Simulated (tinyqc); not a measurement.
Off-state leakage of single and stacked transistors: two steps of the calculation.

n-channel devices of unit width. Subthreshold current I(Vg, Vs, Vd) = I0 (T/300 K)^0.5 exp[(Vg - Vs - VT(T) - gb (Vs - Vb) + dd (Vd - Vs))/(nf Vt)] (1 - exp(-(Vd - Vs)/Vt)), VT(T) = VT - cT (T - 300 K). Gate-edge tunnelling Ig (Vd/1 V) exp(ag (Vd - 1 V)), for a gate at 0 V, and band-to-band leakage Ab u exp(-Bb/u), u = Vd - Vb + 1 V, flow at a drain held at V; both are taken as independent of T. In a stack of off transistors (all gates at 0 V) the same subthreshold current passes through each.

Values chosen for this exercise; values of the order met in bulk silicon logic transistors:
- T = 300 K (temperature)
- V = 1.1 V (supply voltage)
- VT = 0.29 V (threshold at 300 K, zero drain and body bias)
- cT = 0.6 mV/K (fall of the threshold with temperature)
- I0 = 0.61 uA/um (current at threshold at 300 K)
- nf = 1.31 (slope factor)
- dd = 0.12 (drain-induced lowering per volt)
- gb = 0.12 (rise of the threshold per volt of source-body bias)
- Ig = 1e-5 uA/um (gate-edge tunnelling current at 1 V)
- ag = 3.6 1/V (exponential slope of the gate current)
- Ab = 40 uA/(um V) (prefactor of band-to-band leakage at the drain)
- Bb = 27 V (its exponential voltage)
- Vb = 0 V (body voltage)

Constants: q = 1.602176634e-19 C, kB = 1.380649e-23 J/K, Vt = kB T/q. Results are converted to the units shown.

Question 1. Leakage of one transistor. Vg = Vs = 0, Vd = V; effective threshold VT(T) - gb Vb - dd V.

Wanted: effective threshold; parts; total; shares.

Answer 1.

effective threshold = 0.15800 V
parts (nA/um): subthreshold 5.7433, gate edge 0.015767, band-to-band 0.21902
total = 5.9781 nA/um
shares (%): subthreshold 96.072, gate edge 0.26374, band-to-band 3.6638

The subthreshold part is the largest.

Question 2. New Vx. Stack of two, Vx the node between them: I_low = I(0, 0, Vx), I_up = I(0, Vx, V), f = ln(I_up/I_low), f' = -(1 + gb + 2 dd)/(nf Vt) - 1/(Vt (exp(Vx/Vt) - 1)) - 1/(Vt (exp((V - Vx)/Vt) - 1)), Vx(new) = Vx - f/f'.

Vx at the start = 0.097 V

Give: I_low; I_up; f; f'; Vx after iteration 1.

Answer 2.

I_low = 0.16046 nA/um
I_up = 0.16470 nA/um
f = 0.026110
f' = -41.088 1/V
Vx after iteration 1 = 0.097635 V

tinyqc, about 0.03 s, one thread, Intel Xeon 2.30GHz (shared host): `OMP_NUM_THREADS=1 python tinyqc.py 2242269 2242270 out.jsonl`
